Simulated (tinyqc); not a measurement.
Configuration-coordinate model of carrier capture at a defect: sweeps and comparisons. A value that a table varies takes the place of the one given here.

Two parabolas of equal curvature k in one coordinate Q: with the carrier free at the band edge, U_f = k Q^2/2; with the carrier trapped, U_t = k (Q - dQ)^2/2 - ET. ER = k dQ^2/2, Huang-Rhys factor S = ER/hw, hw = 0.0646541 sqrt(k/M) eV for k in eV/angstrom^2 and M in u. The curves cross at a height Eb = (ER - ET)^2/(4 ER) above the free minimum.

Multiphonon factor for giving p = ET/hw phonons to the lattice: W = exp(-S (2 nb + 1)) ((nb + 1)/nb)^(p/2) I_p(x), nb = 1/(exp(hw/kT) - 1), x = 2 S sqrt(nb (nb + 1)), I_p the modified Bessel function. Classical limit: W = hw exp(-Eb/kT)/sqrt(4 pi ER kT). At T = 0: exp(-S) S^p/Gamma(p + 1).

Constants: kB = 8.617333262e-05 eV/K.

Inputs chosen for the exercise (of the size met at a deep level in GaN; not measured data):
- ET = 0.68 eV (thermal depth of the level below the band edge)
- ER = 0.37 eV (relaxation energy)
- hw = 0.044 eV (phonon energy of the mode)
- T = 300 K (temperature)

## Capture against temperature

The local activation energy is -d ln W/d(1/kT), by central differences with T changed by 1 %.

Against T:

| T (K) | kT/hw | log10 W | log10 W, classical | activation energy (eV) |
|---|---|---|---|---|
| 40 | 0.078 | -2.021 | -8.640 | 0.0000 |
| 60 | 0.118 | -2.021 | -6.001 | 0.0000 |
| 80 | 0.157 | -2.019 | -4.700 | 0.0002 |
| 120 | 0.235 | -2.003 | -3.425 | 0.0018 |
| 160 | 0.313 | -1.969 | -2.805 | 0.0051 |
| 220 | 0.431 | -1.900 | -2.317 | 0.0117 |
| 300 | 0.588 | -1.805 | -1.987 | 0.0199 |
| 400 | 0.783 | -1.707 | -1.777 | 0.0268 |
| 550 | 1.077 | -1.607 | -1.623 | 0.0306 |

log10 W at T = 0 = -2.021
Eb = 0.0649 eV

At 40 K log10 W is -2.02, against -2.02 at T = 0 and -8.6 classically; at 550 K the two forms differ by +0.02. The activation energy read from an Arrhenius plot goes from 0.000 eV at 40 K to 0.031 at 550 K, with its largest value 0.031 at 550 K, against Eb = 0.065 eV; the classical form itself gives Eb - kT/2. A measured slope therefore understates the barrier.

## Capture against depth of the level

ET is varied at fixed ER, hw and T, as by moving the band edge with alloying or pressure.

Against ET:

| ET/ER | ET (eV) | Eb (eV) | log10 W | log10 W, classical |
|---|---|---|---|---|
| 0.10 | 0.037 | 0.0749 | -2.039 | -2.155 |
| 0.25 | 0.092 | 0.0520 | -1.670 | -1.771 |
| 0.50 | 0.185 | 0.0231 | -1.231 | -1.285 |
| 0.75 | 0.278 | 0.0058 | -0.996 | -0.994 |
| 1.00 | 0.370 | 0.0000 | -0.941 | -0.897 |
| 1.25 | 0.463 | 0.0058 | -1.043 | -0.994 |
| 1.50 | 0.555 | 0.0231 | -1.285 | -1.285 |
| 2.00 | 0.740 | 0.0925 | -2.126 | -2.450 |
| 3.00 | 1.110 | 0.3700 | -4.942 | -7.112 |

Capture is fastest at ET/ER = 1 among these rows, where the barrier vanishes or nearly so. The classical form is symmetric about ET = ER; the quantum one gives -1.23 at 0.5 and -1.29 at 1.5, against -1.28 for both. At ET = 3 ER it lies 2.2 decades above the classical value: deep levels capture by emitting many phonons, and the rate falls with depth by 7.6 decades per eV between the last two rows. Rows deeper than the gap of the host are formal.

## Phonon side bands at T = 0

Weights exp(-S) S^j/j! of the line with j phonons, S = ER/hw; absorption at ET + j hw, emission at ET - j hw (a dash if negative).

Lines:

| j | weight | absorption (eV) | emission (eV) |
|---|---|---|---|
| 0 | 0.00022 | 0.680 | 0.680 |
| 1 | 0.00187 | 0.724 | 0.636 |
| 2 | 0.00788 | 0.768 | 0.592 |
| 3 | 0.02208 | 0.812 | 0.548 |
| 4 | 0.04643 | 0.856 | 0.504 |
| 5 | 0.07808 | 0.900 | 0.460 |
| 6 | 0.10943 | 0.944 | 0.416 |
| 7 | 0.13146 | 0.988 | 0.372 |
| 8 | 0.13818 | 1.032 | 0.328 |
| 9 | 0.12911 | 1.076 | 0.284 |
| 10 | 0.10857 | 1.120 | 0.240 |
| 11 | 0.08300 | 1.164 | 0.196 |
| 12 | 0.05816 | 1.208 | 0.152 |
| 13 | 0.03762 | 1.252 | 0.108 |

The zero-phonon line holds 0.0223 % of the band and the largest weight falls on j = 8, next to S = 8.41; the lines listed add to 0.9521.

## What each parameter does

Eb, log10 W and the full width 2.35482 sqrt(ER hw coth(hw/2kT)). Each row changes one parameter from the base and keeps the others.

Results:

| case | Eb (eV) | log10 W | full width (eV) |
|---|---|---|---|
| base | 0.0649 | -1.805 | 0.3613 |
| ET = 0.72 eV | 0.0828 | -2.014 | 0.3613 |
| ER = 0.42 eV | 0.0402 | -1.531 | 0.3849 |
| hw = 0.0528 eV | 0.0649 | -1.683 | 0.3750 |
| T = 330 K | 0.0649 | -1.773 | 0.3729 |

The largest shifts from the base row, up to three for each result and ties (the steps differ in size, so this ranks the rows, not the parameters). Eb (eV): ER -0.0247, ET +0.0178; unchanged at the printed digits by hw and T. log10 W: ER +0.274, ET -0.209, hw +0.122. full width (eV): ER +0.0236, hw +0.0137, T +0.0117; unchanged at the printed digits by ET.

tinyqc: `OMP_NUM_THREADS=1 python tinyqc.py 1451487 1451488 out.jsonl`; about 0.01 s, one thread, shared Intel(R) Xeon(R) Processor @ 2.30GHz.
